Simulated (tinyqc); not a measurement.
Geometry optimisation on the RHF/sto-6g surface (energies and gradients from PySCF), for H3+, spin multiplicity 1, step by step. Computed by tinyqc, a small Python program that keeps every step (integrals from PySCF). Settings: charge = 1, multiplicity = 1, basis = sto-6g, optimiser = bfgs, first Hessian = 1.0, largest step = 0.3, iteration cap = 30. Command: `OMP_NUM_THREADS=1 python tinyqc.py 21314 21315 out.jsonl` (the two numbers bound the seeds that draw the settings). One thread of a shared host (Intel(R) Xeon(R) Processor @ 2.60GHz), about 1 s of CPU time with the checks.

positions at the start (bohr), order 1H, 2H, 3H:
```
[[-0.01134, 0.03779, 0.01890],
 [0.03024, 0.01890, 1.75178],
 [0.00567, 0.02079, -1.75934]]
```

Stop when the largest gradient component is below 3e-5 hartree/bohr. The inverse Hessian follows the BFGS update with s = step, y = change of gradient.

Course of the optimisation:
```
step  E (hartree)  largest gradient (hartree/bohr)
1      -1.2078162                         3.60e-02
2      -1.2099230                         2.93e-02
3      -1.2130201                         1.14e-02
4      -1.2132958                         1.84e-03
5      -1.2133073                         9.17e-04
6      -1.2133098                         9.84e-04
7      -1.2133241                         1.77e-03
8      -1.2134475                         8.89e-03
9      -1.2142491                         1.74e-02
10     -1.2191094                         2.97e-02
11     -1.2264486                         3.72e-02
12     -1.2303659                         5.51e-02
13     -1.2326695                         5.36e-02
14     -1.2446636                         4.06e-02
15     -1.2496464                         3.07e-02
16     -1.2506086                         1.65e-02
17     -1.2512404                         1.65e-02
18     -1.2529558                         1.63e-02
19     -1.2535759                         6.78e-03
20     -1.2537018                         2.38e-03
21     -1.2537284                         4.27e-04
22     -1.2537293                         5.74e-06
```

Can the last value be used, and what does the course show?

Yes. Converged in 22 steps.
